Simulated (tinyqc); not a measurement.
Plane-wave Kohn-Sham cycle with exchange-only LDA in a layered model solid, step by step. Computed by tinyqc, a small Python program that keeps every step. Settings: points = 16, plane-wave index or count = 2, electrons = 4, k points = 3, area = 16.0, mixing = 0.3, iteration cap = 77, Pulay depth = 3. Command: `OMP_NUM_THREADS=1 python tinyqc.py 26260 26261 out.jsonl` (the two numbers bound the seeds that draw the settings). One thread of a shared host (Intel(R) Xeon(R) Processor @ 2.60GHz), about 0.04 s of CPU time with the checks. Later iterations appear only in the table of the cycle.

## Iteration 1: potential

A solid whose potential varies along x alone (atomic units):
```
parameter                      value
period a                    8.800000
cross-section of the cell  16.000000
electrons per cell                 4
grid points                       16
plane waves -n..n, n               2
k points                           3
V1 in V1 cos(2 pi x/a)     -0.560000
V2 in V2 cos(4 pi x/a)     -0.220000
```

density at the start, on the grid x_j = j a/N (e/bohr^3): 0.02840909  0.02840909  0.02840909  0.02840909  0.02840909  0.02840909  0.02840909  0.02840909  0.02840909  0.02840909  0.02840909  0.02840909  0.02840909  0.02840909  0.02840909  0.02840909

V_H(G) = 4 pi rho(G)/G^2 for G != 0 (uniform background); v_x = -(3 rho/pi)^(1/3); V = V_ext + V_H + v_x; Fourier components f(G_m) = (1/N) sum_j f(x_j) exp(-i G_m x_j).

Potentials on the grid (hartree):
```
x             V_ext       V_H        v_x          V
0.000000  -0.780000  0.000000  -0.300476  -1.080476
0.550000  -0.672936  0.000000  -0.300476  -0.973412
1.100000  -0.395980  0.000000  -0.300476  -0.696456
1.650000  -0.058739  0.000000  -0.300476  -0.359215
2.200000   0.220000  0.000000  -0.300476  -0.080476
2.750000   0.369866  0.000000  -0.300476   0.069390
3.300000   0.395980  0.000000  -0.300476   0.095504
3.850000   0.361809  0.000000  -0.300476   0.061333
4.400000   0.340000  0.000000  -0.300476   0.039524
4.950000   0.361809  0.000000  -0.300476   0.061333
5.500000   0.395980  0.000000  -0.300476   0.095504
6.050000   0.369866  0.000000  -0.300476   0.069390
6.600000   0.220000  0.000000  -0.300476  -0.080476
7.150000  -0.058739  0.000000  -0.300476  -0.359215
7.700000  -0.395980  0.000000  -0.300476  -0.696456
8.250000  -0.672936  0.000000  -0.300476  -0.973412
```

V(G_m), m = 0, 1, 2, ... (hartree): -0.300476  -0.280000  -0.110000  0.000000  0.000000

## Iteration 1: Hamiltonian at one k

k = 0.000000 2 pi / a

H(m,m') = (k + G_m)^2/2 delta + V(G_m - G_m'), with V(-G) = V(G).

H (hartree), lower triangle:
```
           -2         -1         +0         +1        +2
-2   0.719111
-1  -0.280000  -0.045579
+0  -0.110000  -0.280000  -0.300476
+1   0.000000  -0.110000  -0.280000  -0.045579
+2   0.000000   0.000000  -0.110000  -0.280000  0.719111
```

## Iteration 1: levels at that k

Diagonalise the Hermitian matrix.

eigenvalues (hartree): -0.694426  -0.038995  0.154861  0.802622  0.822527

## Iteration 1: new density

Motion across x is left out: the lowest 2 band(s) hold two electrons at each of the k points (j + 1/2)/nk - 1/2. Residual R = rho(out) - rho(in); rho(new) = rho(in) + 0.3 R. rho(out) = 2/(a A nk) sum |psi|^2 with psi = sum c exp(i G x). Harris energy E = band energy - dV sum rho (V_H/2 + v_x) + (3/4) dV sum rho v_x with rho(in), dV = a A/N, band energy = (2/nk) sum of the filled levels.

rho(out) (e/bohr^3): 0.05338770  0.05414895  0.05234257  0.04245942  0.02686636  0.01335010  0.00613462  0.00367789  0.00319793  0.00367789  0.00613462  0.01335010  0.02686636  0.04245942  0.05234257  0.05414895

density after iteration 1 (e/bohr^3): 0.03590267  0.03613105  0.03558913  0.03262419  0.02794627  0.02389139  0.02172675  0.02098973  0.02084574  0.02098973  0.02172675  0.02389139  0.02794627  0.03262419  0.03558913  0.03613105

energy per cell = -1.19436216 hartree

## Iteration 2: potential

As before.

Potentials on the grid (hartree):
```
x             V_ext        V_H        v_x          V
0.000000  -0.780000   0.211421  -0.324862  -0.893441
0.550000  -0.672936   0.197081  -0.325550  -0.801405
1.100000  -0.395980   0.153623  -0.323914  -0.566271
1.650000  -0.058739   0.083685  -0.314657  -0.289711
2.200000   0.220000  -0.001702  -0.298835  -0.080537
2.750000   0.369866  -0.085550  -0.283621   0.000696
3.300000   0.395980  -0.152856  -0.274782  -0.031659
3.850000   0.361809  -0.195216  -0.271639  -0.105047
4.400000   0.340000  -0.209551  -0.271017  -0.140567
4.950000   0.361809  -0.195216  -0.271639  -0.105047
5.500000   0.395980  -0.152856  -0.274782  -0.031659
6.050000   0.369866  -0.085550  -0.283621   0.000696
6.600000   0.220000  -0.001702  -0.298835  -0.080537
7.150000  -0.058739   0.083685  -0.314657  -0.289711
7.700000  -0.395980   0.153623  -0.323914  -0.566271
8.250000  -0.672936   0.197081  -0.325550  -0.801405
```

V(G_m), m = 0, 1, 2, ... (hartree): -0.298867  -0.188619  -0.109133  0.000426  0.000048

## Iteration 2: Hamiltonian at one k

k = 0.000000 2 pi / a

As before.

H (hartree), lower triangle:
```
           -2         -1         +0         +1        +2
-2   0.720720
-1  -0.188619  -0.043970
+0  -0.109133  -0.188619  -0.298867
+1   0.000426  -0.109133  -0.188619  -0.043970
+2   0.000048   0.000426  -0.109133  -0.188619  0.720720
```

## Iteration 2: levels at that k

As before.

eigenvalues (hartree): -0.546952  0.014551  0.046510  0.769240  0.771283

## Iteration 2: new density

B (overlaps of the stored error matrices):
```
               1              2
1  6.7989363e-03  2.8749948e-03
2  2.8749948e-03  1.2792892e-03
```

Motion across x is left out: the lowest 2 band(s) hold two electrons at each of the k points (j + 1/2)/nk - 1/2. Residual R = rho(out) - rho(in); rho(new) = rho(in) + 0.3 R; Pulay mixing then takes sum c_i of the stored mixed densities, with c from B_ij = sum R_i R_j as in DIIS. rho(out) = 2/(a A nk) sum |psi|^2 with psi = sum c exp(i G x). Harris energy E = band energy - dV sum rho (V_H/2 + v_x) + (3/4) dV sum rho v_x with rho(in), dV = a A/N, band energy = (2/nk) sum of the filled levels.

rho(out) (e/bohr^3): 0.05098514  0.04938506  0.04420411  0.03553683  0.02552471  0.01738296  0.01286966  0.01133152  0.01109060  0.01133152  0.01286966  0.01738296  0.02552471  0.03553683  0.04420411  0.04938506

DIIS coefficients: -0.685371  1.685371

density after iteration 2 (e/bohr^3): 0.04352854  0.04283243  0.03994497  0.03409685  0.02672190  0.02060066  0.01724851  0.01610643  0.01591343  0.01610643  0.01724851  0.02060066  0.02672190  0.03409685  0.03994497  0.04283243

energy per cell = -0.92413586 hartree

## Convergence

Stop when sqrt(dV sum R^2) is below 1e-8, dV = a A/N.

Course of the cycle:
```
iteration  E (hartree)  norm of the residual
1          -1.19436216              2.45e-01
2          -0.92413586              1.06e-01
3          -0.91833109              1.20e-01
4          -0.94722556              1.52e-01
5          -1.00339592              1.94e-01
6          -0.89991608              6.74e-02
7          -0.88744949              1.14e-02
8          -0.88909497              8.64e-02
9          -0.89000394              3.19e-02
10         -0.89017483              3.26e-02
11         -0.88913180              2.62e-02
...                ...                   ...
67         -0.88733737              8.46e-03
68         -0.89149873              9.16e-02
69         -0.88731894              8.83e-03
70         -0.88748264              8.39e-02
71         -0.88853988              2.22e-02
72         -0.88764239              1.36e-02
73         -0.89885588              1.04e-01
74         -0.89839559              1.03e-01
75         -0.88760166              1.32e-02
76         -0.88852571              8.53e-02
77         -0.88770619              1.41e-02
```

Not converged within 77 iterations: the residual wanders without falling. At the k point shown the highest filled and lowest empty bands lie only 0.0048 hartree apart, so integer filling is fragile. Reruns (cap 100 unless said): mixing 0.1: not converged; mixing 0.5, Kerker q0 1.0: not converged; mixing 0.3, Pulay depth 5: not converged; the original settings with a cap of 400: not converged.
